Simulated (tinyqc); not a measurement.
Worked calculation: CCD on RHF in the 6-31g basis, for H2, spin multiplicity 1. One step of it, computed by the program tinyqc.

Question. Orthogonalisation. S = U s U^T; symmetric (Loewdin) form X = U s^(-1/2) U^T, so that X^T S X = 1.

overlap S:
```
          1H 1s     1H 2s     2H 1s     2H 2s
1H 1s  1.000000  0.658292  0.512264  0.530504
1H 2s  0.658292  1.000000  0.530504  0.876014
2H 1s  0.512264  0.530504  1.000000  0.658292
2H 2s  0.530504  0.876014  0.658292  1.000000
```

Give: eigenvalues of S; X.

Answer.

eigenvalues of S: 0.0836  0.4915  0.5281  2.8968

X:
```
         1H 1s    1H 2s    2H 1s    2H 2s
1H 1s   1.3179  -0.5067  -0.2475   0.0921
1H 2s  -0.5067   2.1066   0.0921  -1.1631
2H 1s  -0.2475   0.0921   1.3179  -0.5067
2H 2s   0.0921  -1.1631  -0.5067   2.1066
```
